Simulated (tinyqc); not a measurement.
Worked calculation: G0W0 on RHF in the sto-3g basis, for H2, spin multiplicity 1. One step of it, computed by the program tinyqc.

Task: Iteration 1: diagonalisation and new density. Diagonalise F' = X^T F X, C = X C', fill 1 alpha and 1 beta electrons from the bottom; D = 2 C_occ C_occ^T. Each column has its largest component positive (the first on a tie).

Fock matrix F (hartree):
```
           1H 1s      2H 1s
1H 1s  -0.367760  -0.595768
2H 1s  -0.595768  -0.367760
```

X:
```
           1H 1s      2H 1s
1H 1s   1.247679  -0.471957
2H 1s  -0.471957   1.247679
```

Give: F' = X^T F X; orbital energies; coefficients C; D after iteration 1.

Result:

F' = X^T F X (hartree):
```
         1        2
1   0.0472  -0.6270
2  -0.6270   0.0472
```

orbital energies (hartree): MO1 -0.5798, MO2 0.6743

coefficients C:
```
          MO1      MO2
1H 1s  0.5485   1.2160
2H 1s  0.5485  -1.2160
```

D after iteration 1:
```
        1H 1s   2H 1s
1H 1s  0.6017  0.6017
2H 1s  0.6017  0.6017
```
